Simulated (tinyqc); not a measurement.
Ballast resistance and gain from the on-state line.

Question. At high current V = BV (1 + be)^(-1/n) + I Ro. Find Ro, the intercept and be.

Values chosen for this exercise: junction breakdown voltage BV = 7.7 V; exponent of the multiplication n = 2.7.

V at I = 5.3 and 10.6 mA/um (V): 5.0603831  6.2263831

Answer. The slope is Ro; the intercept over BV is (1 + be)^(-1/n).

Ro = 220.0 ohm um
intercept = 3.894 V
be = 5.300

Program tinyqc, `OMP_NUM_THREADS=1 python tinyqc.py 2670017 2670018 out.jsonl`; Intel Xeon 2.30GHz, shared host, one thread, about 0.01 s.
